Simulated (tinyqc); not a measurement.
Inside a calculation. Model: thin-film transistor with exponential tail and deep states, accumulation layer.

tinyqc, about 0.02 s, one thread, Intel Xeon 2.30GHz (shared host): `OMP_NUM_THREADS=1 python tinyqc.py 2610136 2610137 out.jsonl` Printed values are rounded.

An undoped film in accumulation, thicker than the space-charge layer. With band bending psi the Fermi level lies E0 - psi below the band edge. Free electrons n = n0 exp(psi/Vt) carry the current; electrons in two exponential distributions of traps, a = a0 exp(psi/Va) and d = d0 exp(psi/Vp), do not. Linear regime, ohmic contacts, traps in equilibrium.

Parameters, values chosen for the exercise; values close to those of an organic semiconductor: temperature T = 250 K; relative permittivity of the semiconductor eps_r = 3.2; density of extended states Nc = 8.2e19 cm^-3; band mobility mb = 3.1 cm^2/(V s); total density of tail states Nt = 1.1e20 cm^-3; characteristic temperature of the tail Tt = 390 K; total density of deep states Nd = 2.6e17 cm^-3; characteristic temperature of the deep states Td = 1250 K; bulk Fermi level below the band edge E0 = 0.42 eV; gate capacitance Ci = 100 nF/cm^2; ratio W/L WL = 20; drain voltage Vd = 0.1 V; gate voltage above flat band Vg = 1.9 V.

Constants: q = 1.602176634e-19 C, kB = 1.380649e-23 J/K, Vt = kB T/q, eps0 = 8.8541878128e-14 F/cm where lengths are in cm. Results are converted to the units shown.

## Bulk densities

Va = kB Tt/q, Vp = kB Td/q; n0 = Nc exp(-E0/Vt), a0 = Nt th(T/Tt) exp(-E0/Va), d0 = Nd th(T/Td) exp(-E0/Vp), th(x) = pi x/sin(pi x).

Va = 0.03360760 V
Vp = 0.1077167 V
th(T/Tt) = 2.229056
n0 = 2.798894e11 cm^-3
a0 = 9.163475e14 cm^-3
d0 = 5.630787e15 cm^-3

## Iteration 1: surface potential by Newton steps

psi at the start = 0.17 V

Va = kB Tt/q, Vp = kB Td/q. G(psi) = sum over the three kinds of c0 [V (exp(psi/V) - 1) - psi], field F = sqrt(2 q G/(eps0 eps_r)); Vg = psi + eps0 eps_r F/Ci at the surface. f = psi + eps0 eps_r F/Ci - Vg, f' = 1 + q rho/(Ci F) with rho = sum c0 (exp(psi/V) - 1); psi(new) = psi - f/f'.

F = 82.72104 kV/cm
f = -1.495623 V
f' = 4.208635
psi after iteration 1 = 0.5253701 V

## Iteration 2: surface potential by Newton steps

As before.

F = 21915.86 kV/cm
f = 60.72046 V
f' = 1211.130
psi after iteration 2 = 0.4752348 V

The value that enters this step is an overshoot, farther from the solution than the start was, so its intermediate quantities are not physical.

## Course of the iteration: surface potential by Newton steps

Stop when psi changes by less than 1e-10 V, or after 30 iterations. psi must stay between 0 and 5 V.

Course of the iteration:
```
iteration    psi (V)  |change| (V)
1          0.5253701         0.355
2          0.4752348        0.0501
3          0.4224066        0.0528
4          0.3707272        0.0517
5          0.3294787        0.0412
6          0.3086223        0.0209
7          0.3045569       4.07e-3
8          0.3044291       1.28e-4
9          0.3044289       1.21e-7
10         0.3044289      1.09e-13
```

Converged in 10 iterations. At the end the number of correct digits about doubles with each step.

## Free and total charge, current

psi_s = 0.3044289 V

Va = kB Tt/q, Vp = kB Td/q. G(psi) = sum over the three kinds of c0 [V (exp(psi/V) - 1) - psi], field F = sqrt(2 q G/(eps0 eps_r)); Vg = psi + eps0 eps_r F/Ci at the surface. Total charge Q = Ci (Vg - psi_s); free charge Qf = q times the integral of n0 (exp(psi/Vt) - 1)/F over psi from 0 to psi_s; I = (W/L) mb Qf Vd; effective mobility mb Qf/Q.

surface densities (cm^-3): free 3.837106e17, tail 7.871285e18, deep 9.505447e16
Q = 159.5571 nC/cm^2
Qf = 3.432097 nC/cm^2
effective mobility = 0.06668146 cm^2/(V s)
I = 21.27900 nA

2.15 % of the induced charge is free, against 4.60 % of the electrons right at the surface.
